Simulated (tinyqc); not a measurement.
What moves the zone average: special k points of the bcc lattice.

Lattice vectors in units of a: a1 = (-1/2, 1/2, 1/2), a2 = (1/2, -1/2, 1/2), a3 = (1/2, 1/2, -1/2); reciprocal vectors b_i with a_i . b_j = 2 pi delta_ij. Mesh: k = sum_i f_i b_i with f_i = (2 j_i + shift)/(2 N), j_i = 0 .. N-1. The point group of the lattice has 48 operations; only those that map the mesh onto itself are used.

A_m(k) = sum over the m-th star of lattice vectors R of cos(k . R), stars in order of length: m = 1: |R|^2 = 0.75, 8 vectors, such as (1, 1, 1) in the basis a_i; m = 2: |R|^2 = 1, 6 vectors, such as (1, 1, 0) in the basis a_i; m = 3: |R|^2 = 2, 12 vectors, such as (2, 1, 1) in the basis a_i; m = 4: |R|^2 = 2.75, 24 vectors, such as (2, 2, 1) in the basis a_i; m = 5: |R|^2 = 3, 8 vectors, such as (2, 2, 2) in the basis a_i; m = 6: |R|^2 = 4, 6 vectors, such as (2, 2, 0) in the basis a_i. The zone mean of every A_m is zero.

Test function, the lower band of a two-band insulator: E(k) = -sqrt(D^2 + (e0 - t A_1(k))^2).

Parameters, chosen for this exercise: D = 1.99 eV (half gap term); t = 0.31 eV (coupling); e0 = 1.31 eV (offset); N = 4 (points along each reciprocal vector); shift = 1 (half steps).

Mean of E over the mesh, and its error against the unshifted mesh with N = 24. Each row changes one parameter from the base and keeps the others.

Results:

| case | mean (eV) | error (meV) | irreducible points |
|---|---|---|---|
| base | -2.4979 | -0.37 | 6 |
| N = 5 | -2.4976 | 0.01 | 10 |
| shift = 0 | -2.4974 | 0.18 | 8 |
| D = 1.393 eV | -2.0346 | -0.99 | 6 |
| t = 0.403 eV | -2.5767 | -1.08 | 6 |

The largest shifts from the base row, up to three for each result and ties (the steps differ in size, so this ranks the rows, not the parameters). mean (eV): D +0.4633, t -0.0787, shift +0.0005. error (meV): t -0.72, D -0.62, shift +0.55. irreducible points: N +4, shift +2; unchanged at the printed digits by D and t.

Computed by tinyqc, a small Python program: `OMP_NUM_THREADS=1 python tinyqc.py 1680242 1680243 out.jsonl` (the numbers bound the seed that draws the inputs); one thread of a shared host (Intel(R) Xeon(R) Processor @ 2.30GHz), about 0.1 s for the whole set of steps.
